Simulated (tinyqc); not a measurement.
# Changing the field F

Model: Haynes-Shockley experiment: drift, diffusion and decay of a minority-carrier pulse. Computed by tinyqc, a small Python program. Command: `OMP_NUM_THREADS=1 python tinyqc.py 3110612 3110613 out.jsonl haynes sweep`. One thread of a shared host (Intel(R) Xeon(R) Processor @ 2.30GHz), about 0.03 s of CPU time with the checks.

A thin sheet of excess carriers is made at x = 0, t = 0 in a long uniform bar; injection is low, so the pulse moves with the minority mobility.

Inputs (values chosen for the exercise, modelled on holes in n-type germanium in a lightly doped bar): minority mobility mu = 1760 cm^2/(V s); lifetime tau = 41 microsecond; temperature T = 250 K; distance d to the collector = 1.2 cm; injected sheet density N0 = 4.4e+10 1/cm^2.

Constants: k_B = 8.617333262e-05 eV/K.

Method:
- D = mu k_B T/e, v = mu F.
- Transit time d/v, diffusion length sqrt(D tau), drift length v tau, Peclet number v d/D = e F d/(k_B T).
- dn(x, t) = N0/sqrt(4 pi D t) exp(-(x - v t)^2/(4 D t) - t/tau).
- At fixed x the signal peaks where d ln(dn)/dt = 0: a t^2 + t/2 - x^2/(4 D) = 0 with a = v^2/(4 D) + 1/tau.
- The full width at half maximum is found by solving dn(x, t) = peak/2 on both sides of the peak.
- With w the full width at half maximum: mu = d/(F t_p); D = (w d)^2/(16 ln2 t_p^3); Einstein ratio D/mu against k_B T/e.

One run for each value; columns: (1) field F (V/cm); (2) time of the peak t_p (microsecond); (3) width at half maximum (microsecond); (4) peak density (1/cm^3); (5) error of mu (%):
```
(1)      (2)     (3)         (4)     (5)
4.0   163.72  35.929  2.6537e+09  4.1145
6.3   106.33  18.782  1.4220e+10  1.7786
9.9    68.33   9.667  4.5669e+10  0.7889
16.0   42.47   4.734  1.0950e+11  0.3452
25.0   27.23   2.429  1.9866e+11  0.1673
39.0   17.47   1.248  3.1486e+11  0.0853
61.0   11.17   0.638  4.5914e+11  0.0455
96.0    7.10   0.323  6.3612e+11  0.0252
```

Over the rows, time of the peak t_p (microsecond) falls from 164 to 7.10 (exponent d ln y / d ln x about -0.99 throughout); width at half maximum (microsecond) falls from 35.9 to 0.323 (exponent d ln y / d ln x about -1.5 throughout); peak density (1/cm^3) rises from 2.65e9 to 6.36e11 (exponent d ln y / d ln x 3.7 between the first rows and 0.72 between the last). The exponent of time of the peak t_p stays between -1.00 and -0.95, near -1: pure drift, t = d/(mu F). The exponent of width at half maximum stays between -1.50 and -1.43, near -1.5: sqrt(D t)/v with t = d/v.

Extremes, crossings and ranges named in words are read from the listed rows.
